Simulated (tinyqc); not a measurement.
# Small-signal admittance of a forward-biased p+-n diode: effects of single changes

Holes injected into a neutral base of width wb with an ohmic contact at its end; low injection, p0 far above the equilibrium density. A small voltage v exp(i w t), w = 2 pi f, modulates the edge density by p0 v/Vt, and the small-signal density obeys Dp d2p/dx2 = (1/tau + i w) p.

Parameters, values chosen for the exercise; permittivity close to that of silicon: temperature T = 350 K; relative permittivity eps_r = 11.7; donor density of the base Nd = 8.3e16 cm^-3; hole diffusion coefficient Dp = 12 cm^2/s; hole lifetime tau = 3e-6 s; width of the neutral base wb = 26 um; excess hole density at the junction edge p0 = 7.1e14 cm^-3; acceptor density of the p+ side Na = 8e19 cm^-3; series resistance Rs = 0.00019 ohm cm^2; signal frequency f = 1.6e5 Hz.

Constants: q = 1.602176634e-19 C, kB = 1.380649e-23 J/K, Vt = kB T/q, eps0 = 8.8541878128e-14 F/cm where lengths are in cm. Results are converted to the units shown.

Each table varies one quantity; the others keep the values above.

## Admittance against frequency

L = sqrt(Dp tau); direct current J = (q Dp p0/L) coth(wb/L); k = sqrt(1 + i w tau)/L; diffusion admittance Y = (q Dp p0/Vt) k coth(k wb) = G + i w C_diff; junction capacitance C_j = sqrt(q eps0 eps_r Nd/(2 Vr)) in the depletion approximation, with the remaining barrier Vr = Vt ln(Na/p0), a rough value under forward bias; base-width modulation is left out. Measured admittance 1/[Rs + 1/(Y + i w C_j)].

The same in every row: C_j (uF/cm^2) = 0.1401.

Results:
```
f (Hz)	w tau	G (S/cm^2)	C_diff (uF/cm^2)	measured G (S/cm^2)	measured C (uF/cm^2)	phase of the measured Y (degrees)
2000	0.03770	18.48	3.189	18.42	3.306	0.1292
8000	0.1508	18.48	3.189	18.42	3.306	0.5169
30000	0.5655	18.49	3.189	18.42	3.306	1.937
6e5	11.31	20.07	3.106	20.02	3.221	31.23
2e6	37.70	31.22	2.538	31.25	2.647	46.78
1e7	188.5	73.44	1.162	73.64	1.266	47.20
4e7	754.0	146.6	0.5824	148.4	0.6831	49.17
2e8	3770	327.5	0.2606	348.2	0.3523	51.81
```

Estimate the missing row, f = 1e5 Hz.

Computed row:
```
f (Hz)	w tau	G (S/cm^2)	C_diff (uF/cm^2)	measured G (S/cm^2)	measured C (uF/cm^2)	phase of the measured Y (degrees)
1e5	1.885	18.53	3.187	18.47	3.303	6.413
```

With this row back in the table: G starts at J/Vt = 18.5 S/cm^2 and C_diff at (J tau/(2 Vt))(1 - 2 x/sinh 2x) = 3.19 uF/cm^2, x = wb/L = 0.433. Between the last two rows G goes as f^(0.50) and C_diff as f^(-0.50); the limits are 1/2 and -1/2, reached when the signal penetrates only sqrt(Dp/w). The measured C is 0.70 % below C_diff + C_j in the first row and 12 % below it in the last, the difference being due to Rs.

## Effect of the hole lifetime

Same model as above.

The same in every row: C_j (uF/cm^2) = 0.1401.

Effect of the hole lifetime:
```
tau (s)	w tau	G (S/cm^2)	C_diff (uF/cm^2)	measured G (S/cm^2)	measured C (uF/cm^2)	phase of the measured Y (degrees)
3e-8	0.03016	75.47	1.128	74.40	1.233	0.9544
1e-7	0.1005	42.08	1.928	41.74	2.035	2.806
6e-7	0.6032	22.64	2.904	22.54	3.018	7.665
3e-6	3.016	18.60	3.183	18.54	3.300	10.15
1e-5	10.05	17.85	3.238	17.80	3.355	10.73
6e-5	60.32	17.59	3.258	17.53	3.376	10.96
0.0003	301.6	17.54	3.261	17.49	3.379	10.99
```

As tau goes from 3e-8 to 0.0003, G falls from 75.5 to 17.5 S/cm^2, C_diff rises from 1.13 to 3.26 uF/cm^2 and the measured C rises from 1.23 to 3.38 uF/cm^2. C_diff exceeds C_j in every row.

Numbers from tinyqc (`OMP_NUM_THREADS=1 python tinyqc.py 2890161 2890162 out.jsonl`; about 0.01 s on one thread of a shared Intel Xeon 2.30GHz).
